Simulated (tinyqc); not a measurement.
Electron mobility in a silicon inversion layer, empirical terms and Matthiessen rule: effect of the temperature.

Inversion layer of sheet density Ns on a uniformly doped body. The mobility terms are empirical power laws with prefactors chosen for the exercise; adding their inverses (Matthiessen) is itself an approximation.

Nc and Nv are given at 300 K and scale as (T/300 K)^1.5; Eg is fixed. ni = sqrt(Nc Nv) exp(-Eg/(2 Vt)), Eg in volts; Ndep = sqrt(2 eps0 eps_r Nb (2 Vt ln(Nb/ni) + Vsb)/q); E = q (Ndep + eta Ns)/(eps0 eps_r), in MV/cm. With t = T/(300 K): muC = Ac (Ns/1e12 cm^-2) t/(Nb/1e17 cm^-3 + Nit/1e11 cm^-2), muP = Ap E^(-1/3) t^(-1.75), muS = As E^(-gs); 1/mu is the sum of the inverses.

Values chosen for this exercise; material values close to those of silicon: band gap Eg = 1.1 eV; relative permittivity of the semiconductor eps_r = 11.8; conduction-band density of states at the reference temperature Nc = 2.79e19 cm^-3; valence-band density of states at the reference temperature Nv = 2.69e19 cm^-3; body doping Nb = 3.6e17 cm^-3; reverse body bias Vsb = 0.6 V; weight of the inversion charge in the effective field eta = 0.5; phonon-limited mobility at 1 MV/cm and 300 K Ap = 418 cm^2/(V s); roughness-limited mobility at 1 MV/cm As = 767 cm^2/(V s); exponent of the roughness term gs = 2; Coulomb prefactor Ac = 2100 cm^2/(V s); charge at the interface Nit = 1.7e10 cm^-2; inversion density Ns = 5.9e12 cm^-2.

Constants: q = 1.602176634e-19 C, kB = 1.380649e-23 J/K, Vt = kB T/q, eps0 = 8.8541878128e-14 F/cm where lengths are in cm. Results are converted to the units shown.

Result of one run:
```
T (K)  E (MV/cm)  muC (cm^2/(V s))  muP (cm^2/(V s))  muS (cm^2/(V s))  mu (cm^2/(V s))
250       0.8627              2739             604.1              1030            334.4
```

What becomes of these results when the temperature T is changed from 250 to 200 K, all else the same?

Result of the changed run:
```
T (K)  E (MV/cm)  muC (cm^2/(V s))  muP (cm^2/(V s))  muS (cm^2/(V s))  mu (cm^2/(V s))
200       0.8689              2191             890.6              1016            390.1
```

The whole series:
```
T (K)  E (MV/cm)  muC (cm^2/(V s))  muP (cm^2/(V s))  muS (cm^2/(V s))  mu (cm^2/(V s))
120       0.8778              1315              2170             995.5            449.2
160       0.8735              1753              1314              1005            429.8
200       0.8689              2191             890.6              1016            390.1
250       0.8627              2739             604.1              1030            334.4
300       0.8561              3286             440.2              1047            283.2
350       0.8490              3834             337.1              1064            240.0
400       0.8415              4382             267.6              1083            204.6
450       0.8337              4930             218.4              1104            175.8
```

As T goes from 120 to 450 K, E falls from 0.878 to 0.834 MV/cm and mu falls from 449 to 176 cm^2/(V s). The smallest term is the roughness one in the first row and the phonon one in the last. For T = 120 to 160 K dopant freeze-out and degenerate screening, left out here, matter.

tinyqc, about 0.01 s, one thread, Intel Xeon 2.30GHz (shared host): `OMP_NUM_THREADS=1 python tinyqc.py 2510006 2510007 out.jsonl`
